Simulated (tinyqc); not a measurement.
# Fully depleted semiconductor-on-insulator film with two gates, non-linear Poisson equation by Newton steps: two studies

One dimension across the film, front interface at x = 0, back interface at x = ts. psi is counted from the intrinsic level, n = ni exp(psi/Vt) (source grounded), holes neglected, acceptors ionised. Gates act through Cox = eps0 eox/tox and Cbox = 3.9 eps0/tb with potentials G1 = Vg - (phiM - chi - Vt ln(Nc/ni)) and G2 = Vb - (phiB - chi - Vt ln(Nc/ni)). Classical Boltzmann densities, no interface charge, no depletion in the back plane.

Parameters, values chosen for the exercise; band and dielectric values close to those of silicon: temperature T = 350 K; band gap Eg = 1.14 eV; relative permittivity eps_r = 11.7; conduction-band density of states at T Nc = 3.58e19 cm^-3; valence-band density of states at T Nv = 3.36e19 cm^-3; electron affinity chi = 4.05 eV; relative permittivity of the gate insulator (close to hafnium oxide) eox = 22.1; insulator thickness tox = 3.6 nm; film thickness ts = 8.2 nm; buried-oxide thickness (eps_r 3.9) tb = 34 nm; acceptor density of the film Na = 1e15 cm^-3; work function of the front gate phiM = 4.24 eV; work function of the back plane phiB = 4.1 eV; back-gate voltage Vb = 0 V.

Constants: q = 1.602176634e-19 C, kB = 1.380649e-23 J/K, Vt = kB T/q, eps0 = 8.8541878128e-14 F/cm where lengths are in cm. Results are converted to the units shown.

Each table varies one quantity; the others keep the values above.

## Charge against front-gate voltage

ni = sqrt(Nc Nv) exp(-Eg/(2 Vt)), Eg in volts. The Poisson equation eps0 eps_r d2psi/dx2 = q (n + Na), with -eps0 eps_r dpsi/dx = Cox (G1 - psi) at x = 0 and eps0 eps_r dpsi/dx = Cbox (G2 - psi) at x = ts, is solved on 300 equal intervals with half boxes at both ends; N_inv is the trapezoid sum of n. Swing = ln 10/(d ln N_inv/dVg); the last column is (dN_inv/dVb)/(dN_inv/dVg).

Charge against front-gate voltage:
columns A: Vg (V); B: psi front (V); C: psi back (V); D: N_inv (cm^-2); E: centroid/ts; F: swing (mV/decade); G: q dN_inv/dVg over Cox; H: back/front leverage
```
A            B       C        D       E       F        G       H
-0.38  0.00977  0.0478   4.88e5   0.602    74.0  4.48e-7  0.0650
-0.23    0.157   0.184   5.24e7   0.574    73.8  4.81e-5  0.0627
-0.08    0.305   0.320   5.60e9   0.543    74.6  0.00509  0.0601
0.07     0.443   0.432  3.17e11   0.467     119    0.181  0.0504
0.22     0.539   0.464  2.14e12   0.292     277    0.524  0.0314
0.37     0.593   0.471  5.38e12   0.185     503    0.726  0.0243
0.52     0.626   0.472  9.35e12   0.133     773    0.821  0.0218
0.67     0.649   0.473  1.37e13   0.104  1.07e3    0.870  0.0207
0.82     0.666   0.474  1.82e13  0.0850  1.37e3    0.899  0.0201
```

N_inv passes 1e11 cm^-2 at Vg = 0.0189 V. The swing starts at 74.0 mV a decade, against (1 + k) Vt ln 10 = 70.6 for a front channel with k = Cs Cbox/(Cox (Cs + Cbox)) = 0.0173, Cs = eps0 eps_r/ts; above threshold this column is no longer a subthreshold swing. The centroid falls from 0.602 to 0.0850 of ts and the leverage of the back gate falls from 0.0650 to 0.0201. For Vg = 0.22, 0.37, 0.52, 0.67, 0.82 the density at an interface exceeds 0.3 Nc, where Boltzmann statistics fail. For Vg = 0.22, 0.37, 0.52, 0.67, 0.82 the classical centroid lies within 3 nm of an interface, where confinement, left out, would push it away.

## Threshold and coupling against the insulator thickness

VT is the Vg for N_inv = 1e11 cm^-2; -dVT/dVb from the linearised equation. Limits with Cs = eps0 eps_r/ts: front channel Cs Cbox/(Cox (Cs + Cbox)), back channel Cbox (Cox + Cs)/(Cox Cs). Swing at N_inv = 1e8 cm^-2.

The same in every row: centroid/ts at VT = 0.508.

Result of one run:
```
tox (nm)  VT (V)  -dVT/dVb  front-channel limit  back-channel limit  swing (mV/decade)
7.2       0.0196    0.0740               0.0346               0.118               75.1
```

What becomes of these results when the insulator thickness tox is changed from 7.2 to 14 nm, all else the same?

Result of the changed run:
```
tox (nm)  VT (V)  -dVT/dVb  front-channel limit  back-channel limit  swing (mV/decade)
14        0.0211     0.108               0.0673               0.153               77.4
```

The whole series:
```
tox (nm)  VT (V)  -dVT/dVb  front-channel limit  back-channel limit  swing (mV/decade)
1.8       0.0185    0.0470              0.00865              0.0897               73.2
2.5       0.0187    0.0505               0.0120              0.0934               73.4
3.6       0.0189    0.0560               0.0173              0.0991               73.8
5.1       0.0192    0.0635               0.0245               0.107               74.3
7.2       0.0196    0.0740               0.0346               0.118               75.1
10        0.0202    0.0880               0.0480               0.132               76.0
14        0.0211     0.108               0.0673               0.153               77.4
```

As tox goes from 1.8 to 14, VT rises from 0.0185 to 0.0211 V, the centroid stays at 0.508 of ts and -dVT/dVb rises from 0.0470 to 0.108. The coupling covers 47.3 % of the way from the front-channel to the back-channel limit in the first row and 47.5 % in the last.

tinyqc, about 0.3 s, one thread, Intel Xeon 2.30GHz (shared host): `OMP_NUM_THREADS=1 python tinyqc.py 2190013 2190014 out.jsonl`
